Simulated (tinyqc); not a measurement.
A particle near a wafer in liquid: double-layer and van der Waals forces (DLVO), deposition barrier and removal: one step, computed by the program tinyqc. Command: `OMP_NUM_THREADS=1 python tinyqc.py 3113649 3113650 out.jsonl dlvo walk`. One thread of a shared host (Intel(R) Xeon(R) Processor @ 2.30GHz), about 0.01 s of CPU time with the checks.

Sphere and flat wall, Derjaguin approximation, constant potentials in the linear-superposition form, no retardation and no hydration force.

Task: Removing an attached particle. Adhesion F_a = A R/(6 h0^2) [1 + a^2/(R h0)] - kappa Z R exp(-kappa h0), a the contact radius. Drag in a shear flow F_d = 1.7 x 6 pi mu R^2 G, acting at 1.4 R; rolling starts when 1.4 R F_d = a F_a. Wall shear stress = mu G.

Inputs (values chosen for the exercise, of the order of those for silica on silicon in water):

| quantity | value | unit |
|---|---|---|
| particle radius R | 270 | nm |
| Hamaker constant A | 1.2e-20 | J |
| temperature T | 343 | K |
| contact distance h0 | 0.4 | nm |
| contact radius over R | 0.18 | - |
| viscosity | 0.63 | mPa s |

kappa = 0.2041359 1/nm

Z = 2.084458 pN

Give: van der Waals adhesion; net adhesion F_a; wall shear stress for rolling; shear rate G.

Result:

van der Waals adhesion = 77186.25 pN

net adhesion F_a = 77080 pN

wall shear stress for rolling = 4242 Pa

shear rate G = 6.734e+06 1/s
